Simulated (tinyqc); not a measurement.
## On-chip interconnect, size-dependent resistivity and RC delay: delay against the liner thickness

A rectangular line between two neighbours and two ground planes. Surface and grain-boundary scattering are added to the bulk resistivity as corrections; capacitances are parallel-plate values without fringing; inductance is ignored.

Metal width x = wd - 2 tl, height y = AR wd - tl; grain boundaries (Mayadas-Shatzkes): al = (lam/(gr x)) Rg/(1 - Rg), g = 1/[1 - 3 al/2 + 3 al^2 - 3 al^3 ln(1 + 1/al)] - 1; surfaces (Fuchs-Sondheimer, thick limit): s = (3/8) lam (1 - ps)(1/x + 1/y); rho = rho0 (1 + g + s); r = rho/(x y); c = eps0 ek (2 wd/hd + 2 Mf AR wd/sp). Elmore delay tE = Rd (c Lw + Cl) + r Lw (c Lw/2 + Cl); t50 is the time at which the far end of a ladder of 30 pi sections (half capacitances at both ends, Cl at the far end, a step applied through Rd) reaches half the step; line share r Lw/(Rd + r Lw); estimate 0.69 Rd (c Lw + Cl) + 0.38 r c Lw^2 + 0.69 r Lw Cl.

Inputs (values chosen for the exercise); metal values close to those of copper: bulk resistivity rho0 = 1.71 uohm cm; bulk mean free path lam = 40.2 nm; specular share of surface scattering ps = 0.3; reflection coefficient of grain boundaries Rg = 0.18; grain size over the metal width gr = 1; drawn line width wd = 58 nm; aspect ratio, height over width AR = 1.4; space to the neighbouring lines sp = 58 nm; dielectric height to the planes above and below hd = 76 nm; relative permittivity of the dielectric ek = 3.9; Miller factor of the neighbours Mf = 1; line length Lw = 9.8 um; driver resistance Rd = 1300 ohm; load capacitance Cl = 0.12 fF.

Constants: eps0 = 8.8541878128e-12 F/m. Results are converted to the units shown.

The same in every row: c (fF/um) = 0.1494.

Delay against the liner thickness:

| tl (nm) | rho (uohm cm) | r (ohm/um) | tE (ps) | t50 (ps) | estimate (ps) | line share of the resistance (%) |
|---|---|---|---|---|---|---|
| 0 | 2.619 | 5.561 | 2.106 | 1.464 | 1.456 | 4.024 |
| 0.6 | 2.635 | 5.756 | 2.107 | 1.466 | 1.457 | 4.159 |
| 1.1 | 2.649 | 5.927 | 2.109 | 1.467 | 1.458 | 4.277 |
| 1.7 | 2.666 | 6.142 | 2.111 | 1.468 | 1.459 | 4.425 |
| 2.3 | 2.684 | 6.370 | 2.112 | 1.470 | 1.461 | 4.582 |
| 2.9 | 2.703 | 6.612 | 2.114 | 1.471 | 1.462 | 4.748 |
| 3.4 | 2.719 | 6.825 | 2.116 | 1.473 | 1.464 | 4.894 |
| 4 | 2.739 | 7.096 | 2.119 | 1.474 | 1.465 | 5.078 |

Read the table: what changes, and by how much?

As tl goes from 0 to 4, r rises from 5.56 to 7.10 ohm/um, c stays at 0.149 fF/um and t50 rises from 1.46 to 1.47 ps. t50/tE lies between 0.695 and 0.696, and the estimate is within 0.62 % of t50.

Computed by the program tinyqc: `OMP_NUM_THREADS=1 python tinyqc.py 2100063 2100064 out.jsonl`, one thread of a shared Intel Xeon 2.30GHz, about 0.01 s for the whole run.
